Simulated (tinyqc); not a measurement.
# Changing the film thickness L

Model: heat flow across a film from the phonon Boltzmann equation in the relaxation-time approximation. Computed by tinyqc, a small Python program. Command: `OMP_NUM_THREADS=1 python tinyqc.py 3004440 3004441 out.jsonl slabbte sweep`. One thread of a shared host (Intel(R) Xeon(R) Processor @ 2.30GHz), about 0.06 s of CPU time with the checks.

Two black walls, hot at x = 0 and cold at x = L, emit phonons isotropically. For one free path Lambda, with tau = x/Lambda, tau_L = L/Lambda and phi = (T - T_cold)/Delta T, energy balance gives phi(tau) = (1/2) [E2(tau) + int_0^tau_L phi(s) E1(|tau - s|) ds]; E_n are the exponential integrals. The flux over the ballistic flux C v Delta T/4 is psi = 1 - 2 int_0^tau_L phi(s) E2(s) ds, and kappa_eff/kappa = (3/4) tau_L psi. kappa = C v Lambda/3 is an input, so at fixed kappa a longer free path means a smaller C v.

Inputs (values chosen for the exercise, modelled on silicon): bulk conductivity kappa = 156 W/(m K); wall temperature difference Delta T = 14 K; free path Lambda_1 = 120 nm; free path Lambda_2 = 830 nm; share f_2 of kappa = 0.37; free path Lambda_3 = 11000 nm; share f_3 of kappa = 0.051; cells n in the small system = 6.

Free-path groups: three.

Method:
- Cut the film into n equal cells with constant phi, collocated at the centres c_i: the kernel integrates to A_ij = |E2(|c_i - e_j|) - E2(|c_i - e_(j+1)|)|/2 for cell edges e_j, and A_ii = 1 - E2(half a cell); solve (1 - A) phi = E2(c)/2; psi = 1 - 2 sum_j phi_j [E3(e_j) - E3(e_(j+1))].
- Use 150 and 300 cells and extrapolate psi = (4 psi(300) - psi(150))/3. The jump at the hot wall is 1 - phi there (linear extrapolation from the first two of 300 cells). Two-flux (diffusion with slip) formula: psi = 1/(1 + 3 tau_L/4).
- Each group is solved on its own with 150 and 300 cells, psi = (4 psi(300) - psi(150))/3, and weighted by its share of kappa (f_1 is what the others leave); exchange of energy between groups inside the film is left out.
- Flux J = kappa_eff Delta T/L; apparent boundary resistance per wall (L/kappa_eff - L/kappa)/2.

One run for each value; columns: (1) film thickness L (nm); (2) kappa_eff (W/(m K)); (3) flux J (GW/m^2); (4) jump at the wall / Delta T for Lambda_1; (5) apparent resistance per wall (m^2 K/GW):
```
(1)      (2)     (3)      (4)     (5)
2.4     1.46  8.4885  0.47818  0.8169
5       2.98  8.3352  0.46192  0.8238
10      5.76  8.0652  0.43740  0.8359
22     11.80  7.5117  0.39454  0.8614
46     21.87  6.6554  0.33738  0.9043
95     37.09  5.4666  0.26678  0.9760
200    57.54  4.0277  0.18824  1.0969
410    79.12  2.7018  0.11993  1.2768
860   100.26  1.6322  0.06786  1.5322
1800  118.26  0.9198  0.03584  1.8412
```

What does the table show, and why?

Over the rows, kappa_eff (W/(m K)) rises from 1.46 to 118 (exponent d ln y / d ln x 0.98 between the first rows and 0.22 between the last); flux J (GW/m^2) falls from 8.49 to 0.920 (exponent d ln y / d ln x -0.025 between the first rows and -0.78 between the last); jump at the wall / Delta T for Lambda_1 falls from 0.478 to 0.0358 (exponent d ln y / d ln x -0.047 between the first rows and -0.86 between the last). At the low end the exponent of kappa_eff is 0.98, close to 1: the ballistic limit. At the low end the exponent of flux J is -0.02, close to 0: the ballistic flux does not depend on L. In thin films phonons cross without scattering: the flux is bounded by what the walls emit, and Delta T drops in two jumps of one half each. In thick films the jumps shrink as Lambda/L and the apparent wall resistance tends to a constant.

Caution (rows 2.40, 5.00): below about 10 nm the film nears the phonon wavelength, and a particle picture fails.

Extremes, crossings and ranges named in words are read from the listed rows.
